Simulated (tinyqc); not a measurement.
Lifetime against injection: Shockley-Read-Hall recombination through one deep level.

One level at Et with degeneracy 1: tn = 1/(sn vth Nt), tp = 1/(sp_ vth Nt), n1 = Nc exp((Et - Eg)/kT), p1 = Nv exp(-Et/kT), ni^2 = n1 p1. Equilibrium p0 = Nm, n0 = ni^2/Nm; n = n0 + dn, p = p0 + dn. U = (n p - ni^2)/(tp (n + n1) + tn (p + p1)), lifetime dn/U; emission rates en = sn vth n1, ep = sp_ vth p1.

Constants: kB = 8.617333262e-05 eV/K.

Values chosen for the exercise (gap and densities of states near those of GaAs at this temperature; not measured data): Eg = 1.396 eV (gap); Nc = 4.53e+17 1/cm^3 (conduction-band density of states); Nv = 8.87e+18 1/cm^3 (valence-band density of states); T = 300 K; Et = 0.942 eV (recombination level above Ev); Nt = 2.6e+14 1/cm^3 (defects); sn = 6.2e-15 cm^2 (electron capture cross-section); sp_ = 3e-16 cm^2 (hole capture cross-section); vth = 19000000 cm/s (thermal velocity, both carriers); Nm = 1.5e+16 1/cm^3 (equilibrium holes for the lifetime steps).

Recombination:

| dn (1/cm^3) | lifetime (microsecond) | U (1/(cm^3 s)) |
|---|---|---|
| 1.0e+11 | 0.03265 | 3.06e+18 |
| 1.0e+12 | 0.03270 | 3.06e+19 |
| 1.0e+13 | 0.03310 | 3.02e+20 |
| 1.0e+14 | 0.03712 | 2.69e+21 |
| 1.0e+15 | 0.07482 | 1.34e+22 |
| 1.0e+16 | 0.3026 | 3.31e+22 |
| 1.0e+17 | 0.6194 | 1.61e+23 |
| 1.0e+18 | 0.6974 | 1.43e+24 |

The lifetime rises from 0.03265 to 0.6974 microsecond; tn + tp = 0.7074. At low injection it is tn (1 + p1/p0) + tp n1/p0 with n1/Nm = 7.1e-07 and p1/Nm = 8.8e-14: re-emission is negligible, so minority capture alone counts. Auger and radiative paths are left out; they cut in at the highest injections, and in a doped direct-gap crystal the radiative one counts at all injections. dn = dp neglects trapped charge, which matters where the traps hold a charge comparable with dn, at low injection and with very unequal cross sections.

Program tinyqc; command `OMP_NUM_THREADS=1 python tinyqc.py 1680054 1680055 out.jsonl`; about 0.01 s on one thread of a shared Intel(R) Xeon(R) Processor @ 2.30GHz.
